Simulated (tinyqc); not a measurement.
# Length offset and series resistance from crossing lines

Question. R_total = Rs + k (L - dL)/Vo with constant Rs, dL and k. Find k, dL and Rs.

R_total at (L, Vo) = (90, 0.36), (270, 0.36), (90, 0.94) and (270, 0.94), L in nm and Vo in V (ohm um): [514, 1114, 375.78723, 605.57447]

Solution. At each overdrive R is a straight line in L with slope k/Vo; the two lines cross at L = dL, R = Rs.

k = 1.200 ohm um V/nm
dL = 22.80 nm
Rs = 290.0 ohm um

Program tinyqc, `OMP_NUM_THREADS=1 python tinyqc.py 2282278 2282279 out.jsonl`; Intel Xeon 2.30GHz, shared host, one thread, about 0.03 s.
